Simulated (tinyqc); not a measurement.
Worked calculation: extended Hueckel theory, for H4. One step of it, computed by the program tinyqc.

Question. Orbitals. Solve H C = S C e through S^(-1/2); fill by pairs from the bottom, a degenerate level sharing its electrons equally; each orbital has its largest coefficient positive (the first on a tie).

H (eV):
```
            1H 1s       2H 1s       3H 1s       4H 1s
1H 1s  -13.600000  -11.856943   -9.249581   -6.220995
2H 1s  -11.856943  -13.600000   -6.220995   -9.249581
3H 1s   -9.249581   -6.220995  -13.600000  -11.856943
4H 1s   -6.220995   -9.249581  -11.856943  -13.600000
```

overlap S:
```
          1H 1s     2H 1s     3H 1s     4H 1s
1H 1s  1.000000  0.581223  0.453411  0.304951
2H 1s  0.581223  1.000000  0.304951  0.453411
3H 1s  0.453411  0.304951  1.000000  0.581223
4H 1s  0.304951  0.453411  0.581223  1.000000
```

valence electrons = 4

Give: orbital energies; occupations; coefficients; sum of one-electron energies.

Answer.

orbital energies (eV): -17.494  -12.136  -8.412  4.756

occupations: 2.000  2.000  0.000  0.000

coefficients:
```
         MO1     MO2     MO3     MO4
1H 1s  0.327   0.551   0.664   0.962
2H 1s  0.327   0.551  -0.664  -0.962
3H 1s  0.327  -0.551   0.664  -0.962
4H 1s  0.327  -0.551  -0.664   0.962
```

sum of one-electron energies = -59.259 eV
